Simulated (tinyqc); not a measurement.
Voltage: WKB tunnelling through a gate dielectric with a two-band (Franz) dispersion.

At depth x the conduction edge lies u(x) = phi - V x/t above the electron. Parabolic: kappa = sqrt(m u/c). Franz: kappa = sqrt(m u (1 - u/Eg)/c), which vanishes at both band edges. c = hbar^2/2m0. T = exp(-2 integral of kappa dx) over the region u > 0; no image force, no prefactor, zero transverse momentum. The region ends at x_e = min(t, phi t/V); x_e < t is the Fowler-Nordheim regime.

Constants: hbar^2/2m0 = 3.80998211 eV angstrom^2.

Values chosen for the exercise (of the size used for hBN on silicon; not measured data):
```
symbol  value  unit      meaning
Eg      5.75   eV        gap of the dielectric
phi     1.89   eV        barrier above the electron energy at the emitter
m       0.52   m0        mass at the conduction edge
t       15     angstrom  thickness
```

The same layer at other voltages.

Exponents 2 I and transmission:
```
V (V)      shape  x_e (angstrom)  2 I parabolic  2 I Franz   T Franz
0.25   trapezoid           15.00         14.721     12.253  4.77e-06
0.50   trapezoid           15.00         14.179     11.977  6.29e-06
1.00   trapezoid           15.00         12.995     11.270  1.28e-05
1.50   trapezoid           15.00         11.599     10.276  3.44e-05
2.00    triangle           14.18          9.599      8.588  0.000186
3.00    triangle            9.45          6.399      5.726   0.00326
4.00    triangle            7.09          4.800      4.294    0.0136
5.00    triangle            5.67          3.840      3.435    0.0322
6.00    triangle            4.72          3.200      2.863    0.0571
```

What does the comparison show?

While the barrier is a trapezoid T rises by a factor 7.22 from 0.25 to 1.5 V. Beyond V = phi = 1.89 V the path shortens and the exponent falls as 1/V: from 4 to 6 V it goes from 4.29 to 2.86, the ratio 0.667 = 4/6. The last row means 40.0 MV/cm; rows above about 9 MV/cm are past breakdown.

(tinyqc, `OMP_NUM_THREADS=1 python tinyqc.py 1451569 1451570 out.jsonl`, Intel(R) Xeon(R) Processor @ 2.30GHz, 1 thread, shared host, about 0.01 s.)
